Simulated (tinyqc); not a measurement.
# Valley-orbit splitting of a donor ground state, with strain, step by step

A worked calculation. Computed by tinyqc, a small Python program that keeps every step. Command: `OMP_NUM_THREADS=1 python tinyqc.py 3000919 3000920 out.jsonl valleyorbit walk`. One thread of a shared host (Intel(R) Xeon(R) Processor @ 2.30GHz), about 0.01 s of CPU time with the checks. Intermediate numbers are printed to about 6 digits and carried at full precision; extremes and crossings named in words are read from the listed rows.

The basis is the 1s envelope in each valley; energies are counted from the unstrained conduction-band edge. The strain is e_s (a a^T - 1/3) for the unit stress axis a, so valley j along n_j moves by Xi_u e_s w_j with w_j = (n_j.a)^2 - 1/3: -1/3 for x and y, +2/3 for z.

Inputs (values chosen for the exercise, for a model many-valley semiconductor):
```
quantity                                     value   unit
single-valley binding energy E_0              25.9    meV
central-cell shift Lambda                     3.43    meV
coupling Delta_1                              3.16    meV
coupling Delta_2                              3.77    meV
shear deformation potential Xi_u              8.51     eV
shear strain e_s                          -0.00052      -
temperature T                                   50      K
donor density N_D                          5.7e+16  cm^-3
density-of-states mass of one valley m_e     0.326    m_0
```

Valleys: six along <100>. Stress axis: [001].

Constants: k_B = 8.617333262e-05 eV/K; m_0 = 9.1093837015e-31 kg; k_B = 1.380649e-23 J/K; h = 6.62607015e-34 J s.

## Levels without strain

By symmetry: E(A1) = E_0 + Lambda + 4 Delta_1 + Delta_2 (one state), E(T2) = E_0 + Lambda - Delta_2 (three), E(E) = E_0 + Lambda - 2 Delta_1 + Delta_2 (two), as binding energies.

E(A1) = 45.74 meV

E(T2) = 25.56 meV

E(E) = 26.78 meV

Only A1 has all valley amplitudes in phase, so only it has weight at the nucleus. Of the upper states E is bound more strongly, because Delta_1 is smaller than Delta_2.

## The valley matrix under strain

H_jj = -(E_0 + Lambda) + Xi_u e_s w_j; H_jk = -Delta_2 between opposite valleys and -Delta_1 between perpendicular ones.

H (meV):
```
          +x        -x        +y        -y        +z        -z
+x  -27.8549   -3.7700   -3.1600   -3.1600   -3.1600   -3.1600
-x   -3.7700  -27.8549   -3.1600   -3.1600   -3.1600   -3.1600
+y   -3.1600   -3.1600  -27.8549   -3.7700   -3.1600   -3.1600
-y   -3.1600   -3.1600   -3.7700  -27.8549   -3.1600   -3.1600
+z   -3.1600   -3.1600   -3.1600   -3.1600  -32.2801   -3.7700
-z   -3.1600   -3.1600   -3.1600   -3.1600   -3.7700  -32.2801
```

## Levels and ground state under strain

Diagonalise H; the ground vector has positive components. The density at the nucleus, and so the contact hyperfine coupling, scales as (sum_j c_j)^2/(number of valleys), which is 1 without strain; the envelopes are held fixed.

levels (meV): -45.9854  -28.5101  -28.0096  -25.3049  -24.0849  -24.0849

valley amplitudes of the ground state: +x 0.371720, -x 0.371720, +y 0.371720, -y 0.371720, +z 0.472914, -z 0.472914

hyperfine ratio A/A_0 = 0.986346

The valleys that move down hold 44.7 % of the ground state, against 33.3 % without strain.

## Binding energy under strain

The binding energy is counted from the lowest valley edge, min_j Xi_u e_s w_j; the gap is from the ground state to the next level.

binding energy under strain = 43.0353 meV

gap to the first excited state = 17.4753 meV

## Populations and ionisation

z = sum over levels of exp(-(E - E_ground)/k_B T), the ground-state share being 1/z; N_c = 2 (2 pi m_e k_B T/h^2)^(3/2) sum_j exp(-(shift_j - lowest shift)/k_B T); n1 = N_c/(2 z) exp(-binding/k_B T), binding = lowest shift - E_ground; without compensation n = 2 N_D/(1 + sqrt(1 + 4 N_D/n1)) (Boltzmann statistics; p and higher states left out).

partition sum z = 1.05338

share of neutral donors in the ground state = 0.949327

N_c = 1.09081e+18 cm^-3

n1 = 2.37886e+13 cm^-3

free electrons n = 1.15262e+15 cm^-3

## Strain dependence

The contact hyperfine ratio is A/A_0 = (sum_j c_j)^2/(number of valleys), c_j the valley amplitudes of the ground state; binding from the lowest valley edge.

Against strain:
```
e_s       Xi_u e_s (w_max - w_min) (meV)  binding (meV)  gap to next level (meV)     A/A_0
-0.00420                        -35.7420        35.6023                  10.0423  0.602334
-0.00160                        -13.6160        39.1056                  13.5456  0.873469
-0.00052                         -4.4252        43.0353                  17.4753  0.986346
-0.00016                         -1.3616        44.8545                  18.5506  0.998801
0.00016                           1.3616        45.3073                  18.5273  0.998910
0.00052                           4.4252        44.4757                  17.6957  0.989894
0.00160                          13.6160        42.8403                  16.0603  0.938792
0.00420                          35.7420        41.2404                  14.4604  0.837769
```

A/A_0 falls for either sign of strain, to 0.602 and 0.838 at the ends; its limits are the shares of the valleys that end up lowest, 2/6 under compression and 4/6 under tension. Near zero strain A/A_0 changes in second order, the binding in first. The binding energy drops from 45.74 meV to 35.60 and 41.24 meV, since fewer valleys share the valley-orbit gain.

## Do the excited 1s states matter for ionisation?

No strain here. The last two columns set z = 1, with the A1 depth, or use one level at E_0 with z equal to the number of valleys.

Ionised share:
```
T (K)        z  all 1s states  ground state alone  no splitting
27     1.00109    1.38630e-04         1.38706e-04      0.004016
44     1.02811    8.76193e-03         8.88370e-03      0.048626
66     1.15766    8.04947e-02         8.63324e-02      0.189878
97     1.47529    3.00173e-01         3.51083e-01      0.437305
130    1.86334    5.40129e-01         6.46463e-01      0.642959
210    2.68508    8.36556e-01         9.25498e-01      0.868489
350    3.60317    9.51972e-01         9.85709e-01      0.958043
```

z grows from 1.001 to 3.60 of at most 6. Leaving out the excited states overstates the ionised share by up to 19.7 % (at 130 K); ignoring the splitting misses by a factor 29.0 at the lowest T and 1.01 at the highest.

Checks made by the program: symmetry formulas against diagonalisation (relative difference below 1e-10).
